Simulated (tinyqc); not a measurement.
Inside a calculation: WKB tunnelling through a gate dielectric with a two-band (Franz) dispersion. Values are carried at full precision from step to step, so a last printed digit may differ when a step is redone from the rounded ones.

Constants: hbar^2/2m0 = 3.80998211 eV angstrom^2.

Values chosen for the exercise (of the size used for HfO2 on silicon; shifted at random, so the results belong to these values and not to a real crystal):
```
symbol  value  unit      meaning
phi     1.53   eV        barrier above the electron energy at the emitter
t       39     angstrom  thickness
V       1      V         voltage across the layer
Eg      5.7    eV        gap of the dielectric
m       0.18   m0        mass at the conduction edge
```

## Shape of the barrier

Field V/t (1 V/angstrom = 100 MV/cm), the end of the forbidden region x_e = min(t, phi t/V), and u there.

field = 2.56 MV/cm
x_e = 39.00 angstrom
u(x_e) = 0.530 eV

V < phi: a trapezoid, direct tunnelling through the whole layer.

## Decay constant through the layer

At depth x the conduction edge lies u(x) = phi - V x/t above the electron. Parabolic: kappa = sqrt(m u/c). Franz: kappa = sqrt(m u (1 - u/Eg)/c), which vanishes at both band edges. c = hbar^2/2m0. T = exp(-2 integral of kappa dx) over the region u > 0; no image force, no prefactor, zero transverse momentum. The region ends at x_e = min(t, phi t/V); x_e < t is the Fowler-Nordheim regime.

Nine points x = j x_e/8.

kappa (1/angstrom):
```
x (angstrom)  u (eV)  parabolic   Franz
0.000         1.5300     0.2689  0.2300
4.875         1.4050     0.2576  0.2236
9.750         1.2800     0.2459  0.2165
14.625        1.1550     0.2336  0.2086
19.500        1.0300     0.2206  0.1997
24.375        0.9050     0.2068  0.1897
29.250        0.7800     0.1920  0.1783
34.125        0.6550     0.1759  0.1655
39.000        0.5300     0.1582  0.1507
```

At the emitter the Franz value is 14.5 % below the parabolic one, the factor sqrt(1 - phi/Eg).

## The integrals by Simpson's rule

Weights 1, 4, 2, 4, 2, 4, 2, 4, 1 times a third of the spacing.

integral of kappa dx: parabolic 8.515, Franz 7.669

## The integrals in closed form

Parabolic: (2/3) sqrt(m/c) (t/V) (phi^(3/2) - u_e^(3/2)). Franz: sqrt(m/c) Eg^(3/2) (t/V) (f(phi/Eg) - f(u_e/Eg)) with f(y) = ((2y - 1) sqrt(y (1 - y)) + arcsin(sqrt y))/4. u_e = max(phi - V, 0). T = exp(-2 I).

integral of kappa dx: parabolic 8.5146, Franz 7.6689

T: parabolic 4.02e-08, Franz 2.18e-07

The two-band dispersion raises T by a factor 5.43.

## Checks

- Franz integral in closed form against adaptive quadrature: both 7.66892.

(tinyqc, `OMP_NUM_THREADS=1 python tinyqc.py 1481204 1481205 out.jsonl`, Intel(R) Xeon(R) Processor @ 2.30GHz, 1 thread, shared host, about 0.01 s.)
